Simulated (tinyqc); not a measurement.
Spectrum around the optical phonon: single-oscillator infrared dielectric function of a polar cubic crystal. Computed by tinyqc, a small Python program. Command: `OMP_NUM_THREADS=1 python tinyqc.py 3005365 3005366 out.jsonl infrared walk`. One thread of a shared host (Intel(R) Xeon(R) Processor @ 2.30GHz), about 0.01 s of CPU time with the checks.

One ion pair, charges +Z* and -Z*, in a cell of volume Omega = a^3. Frequencies omega are given as wavenumbers (1/cm); eps_s is the static dielectric constant.

Inputs (values chosen for the exercise, modelled on caesium chloride):
```
quantity,value,unit
lattice constant a,4.12,angstrom
mass M_A,132.9,u
mass M_B,35.45,u
omega_TO,99.3,1/cm
Born charge Z*,1.27,e
eps_inf,2.56,-
phonon damping gamma,7.2,1/cm
```

Structure: caesium chloride. Free carriers: absent.

Constants: nu for 1 eV/(angstrom^2 u) = 15.6333042 THz; 1 THz = 33.35640952 1/cm; e^2/(4 pi eps_0) = 14.39964548 eV angstrom.

Method:
- mu = M_A M_B/(M_A + M_B); ionic plasma term W^2 = 4 pi Z*^2 (e^2/(4 pi eps_0))/(Omega mu) in eV/(angstrom^2 u), turned into 1/cm by W = 15.6333042 x 33.35640952 x sqrt(W^2); omega_LO^2 = omega_TO^2 + W^2/eps_inf; eps_s = eps_inf + W^2/omega_TO^2; Szigeti charge 3 Z*/(eps_inf + 2); longitudinal (Callen) charge Z*/eps_inf.
- eps(omega) = eps_inf + W^2/(omega_TO^2 - omega^2 - i gamma omega); n + i k = sqrt(eps) with k >= 0; R = |(n + i k - 1)/(n + i k + 1)|^2 at normal incidence from vacuum.
- The loss function is Im(-1/eps).

omega_LO = 160.315 1/cm

W = 201.375 1/cm

Spectrum:
```
omega (1/cm),Re eps,Im eps,R,Im(-1/eps)
49.6,8.0270,0.26382,0.22888,0.0040901
84.4,16.679,3.1347,0.37317,0.010883
96.3,31.400,34.078,0.58303,0.015870
99.3,2.56,56.719,0.68272,0.017595
115,-8.8045,2.7968,0.83326,0.032772
130,-3.1005,0.75264,0.81609,0.073936
148,-0.78095,0.29560,0.69605,0.42395
160,-0.0027013,0.18757,0.32272,5.3303
164,0.19096,0.16421,0.14172,2.5888
170,0.43889,0.13636,0.042527,0.64558
184,0.87516,0.093020,0.0017201,0.12009
240,1.7117,0.030706,0.017870,0.010477
401,2.2914,0.0051371,0.041770,9.7836e-04
```

What follows from these numbers?

R peaks among these rows at 115 per cm with 0.83 and is lowest, 0.002, at 184; far above omega_LO it tends to ((sqrt(eps_inf) - 1)/(sqrt(eps_inf) + 1))^2 = 0.053. Im eps is largest at 99.3 and the loss function at 160: absorption marks the TO mode and the loss function the LO mode. Re eps is negative in some rows, where R averages 0.67.

Extremes, crossings and ranges named in words are read from the listed rows.
